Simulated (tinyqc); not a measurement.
Composition and strain of an epitaxial Si(1-x)Ge(x) layer from Raman and X-ray peaks: one step, computed by the program tinyqc.

A (001) layer, biaxially strained in the plane. The Raman peaks follow empirical lines omega = w0 + c1 x + c3 x^3 + b eps (c3 for Si-Ge alone), with eps the in-plane strain.

Question. Lattice constants and strain. Relaxed lattice constant a(x) = a_Si + (a_Ge - a_Si) x - B x (1 - x). In-plane constant a_par = a_sub + R (a(x) - a_sub); eps = a_par/a(x) - 1; eps_perp = -(2 C12/C11) eps with 2 C12/C11 linear in x; a_perp = a(x) (1 + eps_perp).

Inputs (values chosen for the exercise, modelled on silicon-germanium):
```
quantity,value,unit
Ge fraction x,0.4,-
degree of relaxation R,0.24,-
lattice constant of Si,5.431,angstrom
lattice constant of Ge,5.658,angstrom
bowing B,0.029,angstrom
2 C12/C11 of Si,0.774,-
2 C12/C11 of Ge,0.753,-
```

Substrate: silicon.

Give: relaxed constant a(x); substrate constant a_sub; a_par; in-plane strain eps; strain along the normal; a_perp.

Answer.

relaxed constant a(x) = 5.51484 angstrom

substrate constant a_sub = 5.431 angstrom

a_par = 5.451 angstrom

in-plane strain eps = -11.55 per mille

strain along the normal = 8.846 per mille

a_perp = 5.564 angstrom

The layer is under compression in the plane and is stretched along the normal.
